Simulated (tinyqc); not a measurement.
sp3s* tight binding: one step. Phase sums. Three cases, with inputs chosen for the exercise.

Task: Form g0 to g3 at this k.

sp3s* tight binding, nearest neighbours only: anion (a) at 0, cation (c) at a/4 (1,1,1), orbitals s, px, py, pz, s* on each; k in units of 2 pi/a. With phases e_j = exp(i (pi/2) k.n_j) for n = (1,1,1), (1,-1,-1), (-1,1,-1), (-1,-1,1): g0 = (e1+e2+e3+e4)/4, g1 = (e1+e2-e3-e4)/4, g2 = (e1-e2+e3-e4)/4, g3 = (e1-e2-e3+e4)/4. The diagonal holds the levels Esa, Epa, Exa (s*) and Esc, Epc, Exc. Anion-cation block: <sa|sc> = Vss g0; <sa|xc> = Vsapc g1; <xa|sc> = -Vscpa g1; <xa|xc> = Vxx g0; <xa|yc> = <ya|xc> = Vxy g3, <xa|zc> = <za|xc> = Vxy g2, <ya|zc> = <za|yc> = Vxy g1; <s*a|xc> = Vxapc g1; <xa|s*c> = -Vpaxc g1; y and z take g2 and g3 in place of g1; s-s* and s*-s* vanish.

Give: g0, g1, g2, g3.

Case 1.

Values chosen (out of a larger set: near a published set for GaP, fitted to gaps, whose masses and valley positions are rough; not measured data): k = (0.4, 0, 0) 2 pi/a (wave vector).

Result:

g0, g1, g2, g3: 0.80902  0.58779i  0.00000  0.00000

Case 2.

Values chosen (out of a larger set: near a published set for InAs, fitted to gaps, whose masses and valley positions are rough; spin-orbit coupling, where it is added without a refit, lifts the valence top and shrinks all gaps by about a third of the splitting; not measured data): k = (0.13, 0.13, 0) 2 pi/a (wave vector).

Result:

g0, g1, g2, g3: 0.95888  0.19857i  0.19857i  -0.04112

Case 3.

Values chosen (out of a larger set: near a published set for InAs, fitted to gaps, whose masses and valley positions are rough; spin-orbit coupling, where it is added without a refit, lifts the valence top and shrinks all gaps by about a third of the splitting; not measured data): k = (0.35, 0.35, 0) 2 pi/a (wave vector).

Result:

g0, g1, g2, g3: 0.72700  0.44550i  0.44550i  -0.27300

Computed by tinyqc, one run a case: `OMP_NUM_THREADS=1 python tinyqc.py N N+1 out.jsonl` with N = 1452273, 1452394, 1452694; one thread of a shared Intel(R) Xeon(R) Processor @ 2.30GHz, about 0.2 s a run at most.
